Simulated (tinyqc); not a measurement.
Changing the interaction slope b: liquidus of a compound AB in a simple-solution melt, liquid-phase epitaxy and vapour pressures. Computed by tinyqc, a small Python program. Command: `OMP_NUM_THREADS=1 python tinyqc.py 3013478 3013479 out.jsonl liq35 sweep`. One thread of a shared host (Intel(R) Xeon(R) Processor @ 2.30GHz), about 0.01 s of CPU time with the checks.

x is the atom fraction of B in the melt. The melt is a simple solution: R T ln gamma_B = W (1 - x)^2, R T ln gamma_A = W x^2, W = a + b T. The solid AB is stoichiometric.

Inputs (values chosen for the exercise, modelled on GaSb for the melt):
```
quantity                                 value       unit
melting point T_F                          983          K
entropy of fusion S_F                     67.2  J/(mol K)
interaction a                             20.5     kJ/mol
saturation temperature T                   678          K
heat of evaporation of A                   274     kJ/mol
entropy of evaporation of A                106  J/(mol K)
heat of evaporation of B as (1/2) B2       116     kJ/mol
entropy of evaporation of B as (1/2) B2   64.4  J/(mol K)
```

Constants: R = 8.314462618 J/(mol K).

Method:
- Liquidus (Vieland): f(x) = R T ln[4 x (1 - x)] + 2 W (1/2 - x)^2 + S_F (T_F - T) = 0.
- Newton steps with f' = (1 - 2x)[R T/(x (1 - x)) - 2 W], from the dilute estimate x = (1/4) exp[-(S_F (T_F - T) + W/2)/(R T)]; stop below 1e-13; f under 1e-6 shown as 0.
- Over the A-rich liquidus: p_A = gamma_A (1 - x) exp(S_A/R - H_A/(R T)), p_B2 = [gamma_B x exp(S_B/R - H_B/(R T))]^2, in bar. Free evaporation is congruent while the A flux over this liquidus is at least the B flux; with A and B2 taken as equal in mass for the estimate, T_c solves p_A = 2 p_B2.

One run for each value:
```
interaction slope b (J/(mol K))  solubility x  W (kJ/mol)  congruent temperature T_c (K)  log10 p_B2
-40.2                                0.011807     -6.7556                         695.24     -16.018
-35.9                                0.009235     -3.8402                         668.09     -15.796
-31.6                                0.007189     -0.9248                         642.24     -15.573
-27.3                                0.005577      1.9906                         617.99     -15.350
-22.9                                0.004290      4.9738                         594.87     -15.121
-18.6                                0.003315      7.8892                         573.83     -14.897
```

Over the rows, solubility x falls from 0.0118 to 0.00331; W (kJ/mol) rises from -6.76 to 7.89; congruent temperature T_c (K) falls from 695 to 574.  Left out: -14.3, -10.0 (T too near T_F, or W above 1.5 R T).

Extremes, crossings and ranges named in words are read from the listed rows.
